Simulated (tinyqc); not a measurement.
Reduced Fermi level from a carrier density: charge neutrality of a doped semiconductor with incomplete ionisation. Computed by tinyqc, a small Python program. Command: `OMP_NUM_THREADS=1 python tinyqc.py 3009734 3009735 out.jsonl dopant walk`. One thread of a shared host (Intel(R) Xeon(R) Processor @ 2.30GHz), about 0.05 s of CPU time with the checks.

Energies are counted from the top of the valence band; E_D is measured down from the conduction band and E_A up from the valence band.

Inputs (values chosen for the exercise, modelled on InAs):
```
quantity              value  unit
gap at 0 K E_g0       0.409    eV
Varshni alpha      0.000269  eV/K
Varshni beta           93.2     K
electron mass m_e    0.0257   m_0
valleys M_c               1     -
hole mass m_h         0.402   m_0
temperature T            40     K
```

Doping: n-type. Statistics of the bands: Fermi-Dirac.

ratios u of density to N: 0.017  0.06  0.21  0.76  2.7  9.6  34

Constants: m_0 = 9.1093837015e-31 kg; k_B = 1.380649e-23 J/K; h = 6.62607015e-34 J s; k_B = 8.617333262e-05 eV/K.

Method:
- E_g = E_g0 - alpha T^2/(T + beta).
- N_c = 2 M_c (2 pi m_e k_B T/h^2)^(3/2) and N_v = 2 (2 pi m_h k_B T/h^2)^(3/2), masses in units of m_0.
- n_i = sqrt(N_c N_v) exp(-E_g/(2 k_B T)); E_i = E_g/2 + (k_B T/2) ln(N_v/N_c).
- F_1/2(eta) = (2/sqrt(pi)) int_0^infinity sqrt(x)/(1 + exp(x - eta)) dx, by the trapezoid rule in t = sqrt(x) with step 0.02 up to t = 12 (for eta < -12 by exp(eta) - exp(2 eta)/2^(3/2)).
- For u = density/N of the majority band, eta solves F_1/2(eta) = u (bisection). Boltzmann: ln u. Joyce-Dixon: ln u + u/sqrt(8) - 4.95009e-3 u^2 + 1.48386e-4 u^3 - 4.42563e-6 u^4. Degenerate limit: (3 sqrt(pi) u/4)^(2/3). The last column is (eta - ln u) k_B T.

N_c = 5.03361e+15 cm^-3

k_B T = 0.00344693 eV

Eta by four rules:
```
u      density (cm^-3)        exact  Boltzmann  Joyce-Dixon  degenerate  Boltzmann error (meV)
0.017       8.5571e+13  -4.0685e+00    -4.0745  -4.0685e+00       0.080             2.0713e-02
0.06        3.0202e+14  -2.7922e+00    -2.8134  -2.7922e+00       0.185             7.3059e-02
0.21        1.0571e+15  -1.4866e+00    -1.5606  -1.4866e+00       0.427             2.5517e-01
0.76        3.8255e+15  -8.5318e-03    -0.2744  -8.5318e-03       1.007             9.1656e-01
2.7         1.3591e+16   1.9145e+00     0.9933   1.9144e+00       2.344             3.1753e+00
9.6         4.8323e+16   5.3008e+00     2.2618   5.2934e+00       5.461             1.0475e+01
34          1.7114e+17   1.2623e+01     3.5264   9.7429e+00      12.688             3.1356e+01
```

Boltzmann statistics place E_F within 1 meV of the exact value up to u = 0.760 of those listed and miss by 31.4 meV at u = 34. Joyce-Dixon stays within 0.01 in eta up to u = 9.60; the degenerate limit is still 0.52 % high at the last u. Past u of about 10 the Joyce-Dixon series fails. A parabolic band is assumed throughout.
